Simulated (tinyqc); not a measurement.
The choice of windows: band offset from the macroscopic average of a supercell potential.

A model of the planar-averaged electrostatic energy of an electron in a periodic cell of N1 periods of A (L1 = N1 n1 h) and N2 periods of B (L2 = N2 n2 h), on z_j = j h: V(z) = f VA + (1 - f) VB + F t(z), VA = V1[0] + V1[1] cos(2 pi z/(n1 h)) + V1[2] cos(4 pi z/(n1 h)), VB the same with V2, n2 and z - L1. f = [tanh(z/w) - tanh((z - L1)/w) + tanh((z - L1 - L2)/w)]/2 + 1/2; t(z) = z - L1/2 in A and (L1/L2)(L1 + L2/2 - z) beyond, so that the cell is periodic.

Running mean over n points, periodic: for odd n the plain mean of the n points centred on j; for even n the n + 1 points with half weight at both ends. The macroscopic average applies the mean over n1 points and then over n2 points.

Inputs chosen for the exercise (gaps near those of Si and GaP; the results hold for these values, not for the real material): h = 0.35 angstrom (grid step); n1 = 6 (grid points per period of A); n2 = 5 (grid points per period of B); N1 = 4 (periods of A); N2 = 5 (periods of B); V1 = (-9.48, 4.16, 0.11) eV (mean and two harmonics of the potential in A); V2 = (-10.05, 2.65, 0.25) eV (the same in B); w = 0.39 angstrom (width of the interfaces); F = 0 eV/angstrom (slope in A from opposite charges on the two interfaces).

dV read at j = 12 and 36 after means over the numbers of points listed; ripple is the spread over the five points around each.

Results:

| windows | dV (eV) | ripple in A (meV) | ripple in B (meV) |
|---|---|---|---|
| none | -6.907 | 6405 | 4967 |
| 6 only | -0.277 | 0 | 637 |
| 5 only | -1.380 | 1215 | 0 |
| 7 only | 0.511 | 868 | 1093 |
| 7, 6 | -0.636 | 0 | 150 |
| 6, 5 | -0.570 | 0 | 0 |

Which rows can be used, and how does a wrong window show?

The last row matches both periods and lies 0 meV from the value of a thick cell, V2[0] - V1[0] = -0.570 eV. Against it the raw potential errs by -6.34 eV. No other row is within 20 meV of it. A window one point too long leaves a ripple of 868 meV in A, against 0 meV in the last row: the ripple is the sign to look for. Rows to use, with under 30 meV of ripple in both regions once the tilt is taken off: 6, 5. A row with a large ripple can hit the right value only by chance.

(tinyqc, `OMP_NUM_THREADS=1 python tinyqc.py 1851198 1851199 out.jsonl`, Intel(R) Xeon(R) Processor @ 2.30GHz, 1 thread, shared host, about 0.01 s.)
